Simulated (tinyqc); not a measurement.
Valley splitting of a silicon quantum well in envelope theory, step by step. Values are carried at full precision from step to step, so a last printed digit may differ when a step is redone from the rounded ones.

Constants: hbar^2/2m0 = 3.80998211 eV angstrom^2; kB = 8.617333262e-05 eV/K.

Inputs chosen for the exercise (near those of a strained Si well in SiGe; shifted at random, so the results belong to these values and not to a real crystal): k0 = 0.831 2 pi/a (valley position); a = 5.431 angstrom (lattice constant); ml = 0.927 m0 (mass along z); F = 14 mV/nm (field pressing towards the upper interface); w = 0.8 angstrom (interface width parameter); L = 40 angstrom (well width); V0 = 0.21 eV (conduction offset); C0 = 0.242 (Bloch overlap factor); Yb = 0.32 (Ge share of the barrier); Yw = 0.02 (Ge share of the well); ad = 100 angstrom (dot radius).

## Wave number and lengths

q = 2 k0 (2 pi/a), its wavelength, the field length (c/(ml e F))^(1/3) with c = hbar^2/2m0 and 1 mV/nm = 1e-4 eV/angstrom, and the damping factor y/sinh(y), y = pi q w, of a step smoothed as 1/(1 + exp(z/w)).

q = 1.9228 1/angstrom
wavelength = 3.268 angstrom
field length = 14.3 angstrom
damping factor = 0.0770

## The envelope

The well lies at 0 < z < L; U(z) = V0 [1/(1 + exp(z/w)) + 1/(1 + exp((L - z)/w))] - e F z, 1 mV/nm = 1e-4 eV/angstrom. The envelope psi solves -(c/ml) psi'' + U psi = E psi, c = hbar^2/2m0, by three-point differences on a grid of 0.1 angstrom from -40 to L + 40 angstrom. The two valleys at +/- k0 couple through D = C0 times the integral of exp(-i q z) U(z) psi^2, q = 2 k0 (2 pi/a), and split by Ev = 2|D|.

Two lowest levels, mean position, and psi^2 at both interfaces.

levels (meV): -13.49  40.60

<z> = 24.1 angstrom
psi^2 at z = 0 and L (1/angstrom): 0.000997  0.00719

The field makes psi^2 at the upper interface 7.21 times that at the lower one. The orbital spacing is 54.1 meV.

## Contributions to the coupling

Split D into the lower barrier, the upper barrier and the field term.

Parts of D (micro-eV):

| part | real | imaginary | size |
|---|---|---|---|
| lower barrier | 2.070 | 0.960 | 2.282 |
| upper barrier | -8.584 | -13.926 | 16.359 |
| field term | -0.054 | -0.122 | 0.134 |

## Valley splitting and phase

The inter-valley coupling D is the sum of the complex parts; Ev = 2|D|, the valley phase is arg D, and kB T equals Ev at T = Ev/kB.

Ev = 29.3 micro-eV
phase = -2.04 rad
T = 0.34 K

The upper barrier gives the largest part.

## Alloy disorder

Random alloy: with Y(z) = Yw + (Yb - Yw) B(z), B the bracket in U, and in-plane density exp(-r^2/ad^2)/(pi ad^2), D gains a random complex part of variance sigma^2 = (C0^2/pi)(a^2 V0/(8 ad (Yb - Yw)))^2 (4/a) times the integral of psi^4 Y (1 - Y). Alone it gives a mean splitting sqrt(pi) sigma; together with the smooth part the rms splitting is 2 sqrt(|D|^2 + sigma^2).

Give the integral, sigma, the mean splitting from disorder alone and the rms total.

integral = 0.000667 1/angstrom
sigma = 78.1 micro-eV
sqrt(pi) sigma = 138.4 micro-eV
rms splitting = 158.9 micro-eV

|D|/sigma = 0.19: disorder dominates, so the splitting scatters from dot to dot down to zero.

## Checks

- Lowest level for sharp walls and no field against the square well, meV: both 16.9.
- Size of one barrier part in that case against C0 V0 psi(0)^2/sqrt(q^2 + 4 kappa^2), micro-eV: both 84.

Program tinyqc; command `OMP_NUM_THREADS=1 python tinyqc.py 1281520 1281521 out.jsonl`; about 0.06 s on one thread of a shared Intel(R) Xeon(R) Processor @ 2.30GHz.
